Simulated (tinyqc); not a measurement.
# Metal gate on a two-layer dielectric stack with fixed charge and a dipole: threshold against doping

Gate, layer 2, layer 1, p-type semiconductor; x runs from the gate inwards. Charges are counted in units of +q. psi is the band bending at the surface, positive towards inversion. Classical charge, Boltzmann statistics, no interface traps.

EOT = 3.9 (t1/e1 + t2/e2), Cox = eps0/(t1/e1 + t2/e2); phi_ms = pM - (chi + Eg - Vt ln(Nv/Na)). Vfb = phi_ms + Vd - (q/eps0) [Q1 (t1/e1 + t2/e2) + Q2 t2/e2 + r1 (t1^2/(2 e1) + t1 t2/e2) + r2 t2^2/(2 e2)]: each charge counts with its electrical distance from the gate. ni = sqrt(Nc Nv) exp(-Eg/(2 Vt)), Eg in volts, pB = Vt ln(Na/ni), Vth = Vfb + 2 pB + sqrt(4 q eps0 eps_r Na pB)/Cox.

Values chosen for this exercise; band and dielectric values close to those of silicon, layer 1 close to silicon dioxide, layer 2 close to hafnium oxide:
```
symbol    value   unit                                               meaning
T           300      K                                           temperature
Eg         1.14     eV                                              band gap
eps_r      11.5                                        relative permittivity
Nc      2.76e19  cm^-3                conduction-band density of states at T
Nv      2.65e19  cm^-3                   valence-band density of states at T
chi        4.11     eV                                     electron affinity
pM         4.74     eV                       work function of the gate metal
t1          1.7     nm       thickness of layer 1, next to the semiconductor
e1         3.77                             relative permittivity of layer 1
t2          4.4     nm                thickness of layer 2, next to the gate
e2           22                             relative permittivity of layer 2
Q1       2.3e11  cm^-2           fixed charge at the semiconductor interface
Q2       2.3e12  cm^-2                       fixed charge between the layers
r1       4.9e18  cm^-3                     uniform charge density in layer 1
r2       1.8e18  cm^-3                     uniform charge density in layer 2
Vd            0      V  flat-band shift by a dipole layer between the layers
```

Constants: q = 1.602176634e-19 C, kB = 1.380649e-23 J/K, Vt = kB T/q, eps0 = 8.8541878128e-14 F/cm where lengths are in cm. Results are converted to the units shown.

Threshold against doping:
```
Na (cm^-3)  phi_ms (V)  2 pB (V)  Qd/Cox (V)  Vth (V)
8.9e14         -0.2437    0.6063    0.009755   0.1836
2.7e15         -0.2724    0.6637     0.01778   0.2203
8.1e15         -0.3008    0.7205     0.03208   0.2630
2.5e16         -0.3299    0.7788     0.05859   0.3187
7.5e16         -0.3583    0.8356      0.1051   0.3936
2.3e17         -0.3873    0.8935      0.1904   0.5078
6.8e17         -0.4153    0.9496      0.3374   0.6829
2.1e18         -0.4445     1.008      0.6109   0.9855
```

Read the table: what changes, and by how much?

Vth rises from 0.184 to 0.986 V. Of the change, phi_ms + 2 pB gives 201 mV (Vt ln 10 a decade) and the depletion charge 601 mV, growing as Na^(0.53).

Computed by the program tinyqc: `OMP_NUM_THREADS=1 python tinyqc.py 2010023 2010024 out.jsonl`, one thread of a shared Intel Xeon 2.30GHz, about 0.01 s for the whole run.
